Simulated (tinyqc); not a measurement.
Film and buried-oxide thickness from two coupling ratios.

Inverse problem. In a depleted film -dVT/dVb is k1 = Cs Cbox/(Cox (Cs + Cbox)) for a front channel and k2 = Cbox (Cox + Cs)/(Cox Cs) for a back channel, with Cox = eps0 eox/tox, Cs = eps0 eps_r/ts, Cbox = 3.9 eps0/tb. Find ts and tb.

Parameters, values chosen for the exercise; band and dielectric values close to those of silicon:
```
symbol,value,unit,meaning
eps_r,11.8,,relative permittivity
eox,21.5,,relative permittivity of the gate insulator (close to hafnium oxide)
tox,14,nm,insulator thickness
```

coupling ratios for a front and a back channel: [0.11385453, 0.30761156]

Solution. With y = Cox/Cs and z = Cox/Cbox, 1/k1 = y + z and k2 = (1 + y)/z, so y = (k2/k1 - 1)/(1 + k2); the thicknesses follow from y and z.

ts = 10.00 nm
tb = 19.00 nm

Program tinyqc, `OMP_NUM_THREADS=1 python tinyqc.py 2190135 2190136 out.jsonl`; Intel Xeon 2.30GHz, shared host, one thread, about 0.5 s.
